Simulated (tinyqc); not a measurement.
# A six-terminal Hall bar with edge channels and a constriction, Landauer-Buettiker equations: what changes with what

Contacts 1 (source) and 4 (drain) end the bar; 2 and 3 lie on the upper edge, 6 and 5 on the lower edge, with a constriction between 2 and 3 (and between 6 and 5). Carriers run 1 to 2 to 3 to 4 to 5 to 6 to 1 in M channels. The constriction passes Tc from 2 to 3 and from 5 to 6, and turns M - Tc from 2 to 6 and from 5 to 3. Signs are those of positive carriers; V4 = 0.

Inputs (values chosen for the exercise):
```
symbol,value,unit,meaning
M,6,,"edge channels, spin counted singly"
Tc,2,,summed transmission of the constriction
I,1,nA,current from contact 1 to contact 4
```

Constants: q = 1.602176634e-19 C, h = 6.62607015e-34 J s. Results are converted to the units shown.

Each table varies one quantity; the others keep the values above.

## Effect of the constriction

I_i = (q^2/h) [M V_i - sum_j T_ij V_j], with I_1 = I, V_4 = 0 and no current at 2, 3, 5, 6. R(a,b) = (V_a - V_b)/I.

The same in every row: R(2,6) (kohm) = 4.3021.

Results:
```
Tc,"R(1,4) (kohm)","R(2,3) (kohm)","R(2,5) (kohm)","R(3,6) (kohm)"
0.75,34.417,30.115,34.417,-25.813
1.5,17.209,12.906,17.209,-8.6043
2.25,11.472,7.1702,11.472,-2.8681
3,8.6043,4.3021,8.6043,0
4.5,5.7362,1.4340,5.7362,2.8681
5.25,4.9167,0.61459,4.9167,3.6875
6,4.3021,0,4.3021,4.3021
```

Estimate the missing row, Tc = 3.75.

Computed row:
```
Tc,"R(1,4) (kohm)","R(2,3) (kohm)","R(2,5) (kohm)","R(3,6) (kohm)"
3.75,6.8834,2.5813,6.8834,1.7209
```

With this row back in the table: The Hall resistance R(2,6) stays at 4.3021 kohm = (h/q^2)/6, whatever the constriction does. The longitudinal R(2,3) falls from 30.1 to 0 kohm and vanishes without back-scattering, while the two-terminal R(1,4) falls only to 4.3021 kohm. R(3,6) changes sign at Tc = M/2 = 3.

## Effect of the number of channels

Same model as above.

R(a,b) = (V_a - V_b)/I.

The same in every row: R(1,4) (kohm) = 12.91; R(2,5) (kohm) = 12.91.

Effect of the number of channels:
```
M,"R(2,3) (kohm)","R(2,6) (kohm)","R(3,6) (kohm)"
2,0,12.91,12.91
3,4.302,8.604,4.302
4,6.453,6.453,0
5,7.744,5.163,-2.581
6,8.604,4.302,-4.302
7,9.219,3.688,-5.531
8,9.680,3.227,-6.453
```

Read the table: what changes, and by how much?

With Tc held at 2, R(1,4) stays at 12.906 kohm. The Hall resistance R(2,6) falls from 12.9 to 3.23 kohm as 1/M, and R(2,3) rises from 0 to 9.68 kohm; their sum is always R(2,5) = R(1,4).

Numbers from tinyqc (`OMP_NUM_THREADS=1 python tinyqc.py 2700111 2700112 out.jsonl`; about 0.01 s on one thread of a shared Intel Xeon 2.30GHz).
